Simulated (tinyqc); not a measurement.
What each parameter does: strained quantum well: band edges, subbands and transparency.

Growth on (001), barriers unstrained: tr(e) = e (2 - nu2), Z = b e (1 + nu2); Ec = Ev + Eg + ac tr(e), E_HH = Ev + av tr(e) + Z, E_LH = Ev + av tr(e) - Z (coupling to the split-off band left out).

Masses along z: me, 1/(g1 - 2 g2) for HH, 1/(g1 + 2 g2) for LH, likewise in the barrier; in the plane me, 1/(g1 + g2) for HH and 1/(g1 - g2) for LH (no mixing, which understates the hole masses away from k = 0). Level n solves k L + 2 atan[(k/m)/(kappa/mb)] = n pi, k = sqrt(m E/c), kappa = sqrt(mb (V - E)/c), c = hbar^2/2m0.

Transparency (Bernard-Duraffourg): Fc - Fv equals the lowest transition energy with n = p, n = sum m/(2 pi c) kB T ln(1 + exp((Fc - E)/kB T)) and p likewise over the listed subbands; c = hbar^2/2m0, 1/angstrom^2 = 1e16/cm^2.

Constants: hbar^2/2m0 = 3.80998211 eV angstrom^2; kB = 8.617333262e-05 eV/K; hc = 1239.841984 eV nm.

Values chosen for the exercise (near those of an InGaAs/AlGaAs well; the results hold for these values, not for the real material): e = -0.0204 (strain in the plane); nu2 = 0.962 (2 C12/C11); Eg = 1.009 eV (unstrained gap of the well); Ev = -0.739 eV (its valence edge); ac = -6.56 eV; av = 1.11 eV (Ev moves by av tr(e)); b = -1.94 eV (shear potential); Egb = 1.665 eV (gap of the barrier); Evb = -0.905 eV (its valence edge); L = 80 angstrom (well width); me = 0.0533 m0 (electron mass); g1 = 10.76 (gamma1); g2 = 3.93 (gamma2); meb = 0.084 m0; g1b = 6.3; g2b = 1.8; T = 300 K (temperature).

Edge wavelength, hh1 - lh1 and n_tr.

Results for these values:

| case | wavelength (nm) | hh1 - lh1 (meV) | n_tr (1e12/cm^2) |
|---|---|---|---|
| base | 1070.2 | 167.9 | 0.518 |

What happens to each result for L = 90 angstrom, all else kept?

Answer: wavelength rises from 1070.2 to 1079.7; hh1 - lh1 falls from 167.9 to 167.4; n_tr rises from 0.518 to 0.538.

The same for each parameter in turn:

| case | wavelength (nm) | hh1 - lh1 (meV) | n_tr (1e12/cm^2) |
|---|---|---|---|
| base | 1070.2 | 167.9 | 0.518 |
| L = 90 angstrom | 1079.7 | 167.4 | 0.538 |
| e = -0.0224 | 1063.1 | 181.0 | 0.517 |
| Eg = 0.989 eV | 1088.1 | 167.9 | 0.517 |
| b = -2.23 eV | 1080.9 | 188.6 | 0.516 |
| ac = -5.9 eV | 1082.6 | 167.9 | 0.518 |
| me = 0.0586 m0 | 1072.2 | 167.9 | 0.546 |
| g1 = 11.41 | 1068.6 | 166.3 | 0.496 |
| T = 340 K | 1070.2 | 167.9 | 0.602 |

(tinyqc, `OMP_NUM_THREADS=1 python tinyqc.py 1250989 1250990 out.jsonl`, Intel(R) Xeon(R) Processor @ 2.30GHz, 1 thread, shared host, about 0.02 s.)
